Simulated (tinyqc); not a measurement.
Lattice vibrations of a chain, step by step. One step of it, computed by the program tinyqc.

Question. Frequencies. omega^2 are the eigenvalues; wavenumber = 521.4708 sqrt(eigenvalue) 1/cm.

D(q) (eV/(angstrom^2 u)):
```
                     1                    2                    3
1             0.572183  -0.451669+0.027296i  -0.032056+0.067693i
2  -0.451669-0.027296i             1.109162  -0.403945+0.019786i
3  -0.032056-0.067693i  -0.403945-0.019786i             0.353377
```

Give: eigenvalues; wavenumbers; weights |e|^2 of the mass-weighted modes.

Answer.

eigenvalues: 0.050  0.514  1.471

wavenumbers (1/cm): 116.5  373.8  632.5

weights |e|^2 of the mass-weighted modes:
```
        mode 1  mode 2  mode 3
atom 1   0.239   0.583   0.177
atom 2   0.232   0.034   0.734
atom 3   0.529   0.383   0.089
```
